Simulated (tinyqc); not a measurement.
# Free and trapped electrons in a MOS channel with a dense trap tail, step by step

tinyqc, about 0.02 s, one thread, Intel Xeon 2.30GHz (shared host): `OMP_NUM_THREADS=1 python tinyqc.py 2222063 2222064 out.jsonl` Printed values are rounded.

p-type body, charge-sheet picture, full ionisation (an idealisation for deep acceptors), Boltzmann statistics for free electrons. e = Ec - EF at the surface. Acceptor-like traps of density D(E) = D0 + De exp(-E/Ew) at depth E below Ec, from 0 to Eu, hold n_t = integral of D(E)/(1 + exp((e - E)/Vt)). psi = Eg - Vt ln(Nv/Na) - e; N_dep = sqrt(2 eps0 eps_r Na (psi - Vt)/q); n_f = sqrt(N_dep^2 + 2 eps0 eps_r Vt Nc exp(-e/Vt)/q) - N_dep; Vg = Vfb + psi + q (N_dep + n_t + n_f)/Cox, Cox = eps0 eox/tox.

Inputs (values chosen for the exercise); band and dielectric values close to those of 4H silicon carbide:
- T = 475 K (temperature)
- Eg = 3.23 eV (band gap)
- eps_r = 9.61 (relative permittivity)
- Nc = 3.45e19 cm^-3 (conduction-band density of states at T)
- Nv = 4.96e19 cm^-3 (valence-band density of states at T)
- eox = 3.9 (relative permittivity of the insulator)
- tox = 35 nm (insulator thickness)
- Na = 7.8e16 cm^-3 (acceptor density)
- Vfb = -2.07 V (flat-band voltage without trapped charge)
- D0 = 3.8e10 cm^-2 eV^-1 (constant background density of acceptor-like traps)
- De = 3.7e13 cm^-2 eV^-1 (density of the tail at the conduction edge)
- Ew = 0.1 eV (decay energy of the tail)
- Eu = 0.71 eV (depth below Ec down to which the traps reach)
- mf = 210 cm^2/(V s) (mobility of free electrons)
- e = 0.114 eV (Ec - EF at the surface)

Constants: q = 1.602176634e-19 C, kB = 1.380649e-23 J/K, Vt = kB T/q, eps0 = 8.8541878128e-14 F/cm where lengths are in cm. Results are converted to the units shown.

## Trapped charge

Trapezoid rule on 13 equal steps from 0 to Eu, f = 1/(1 + exp((e - E)/Vt)).

| point | E (eV) | D(E) f (cm^-2 eV^-1) |
|---|---|---|
| 0 | 0 | 2.15322e12 |
| 1 | 0.0546154 | 4.07620e12 |
| 2 | 0.109231 | 5.86244e12 |
| 3 | 0.163846 | 5.57633e12 |
| 4 | 0.218462 | 3.89757e12 |
| 5 | 0.273077 | 2.40001e12 |
| 6 | 0.327692 | 1.42683e12 |
| 7 | 0.382308 | 8.45633e11 |
| 8 | 0.436923 | 5.06266e11 |
| 9 | 0.491538 | 3.09287e11 |
| 10 | 0.546154 | 1.95135e11 |
| 11 | 0.600769 | 1.29010e11 |
| 12 | 0.655385 | 9.07110e10 |
| 13 | 0.71 | 6.85288e10 |

n_t = 1.44328e12 cm^-2

With 1600 steps n_t = 1.450e12 cm^-2; the coarse value is 0.48 % below it.

## Charges and gate voltage

psi, N_dep, n_f and Vg as defined, with the n_t given; free share n_f/(n_f + n_t); apparent mobility mf n_f/(n_f + n_t); gate voltage spent on traps q n_t/Cox.

psi = 2.85178 V
N_dep = 1.52603e12 cm^-2
n_f = 2.78021e11 cm^-2
Vg = 6.05519 V
free share = 16.1517 %
apparent mobility = 33.9187 cm^2/(V s)
gate voltage spent on traps = 2.34378 V
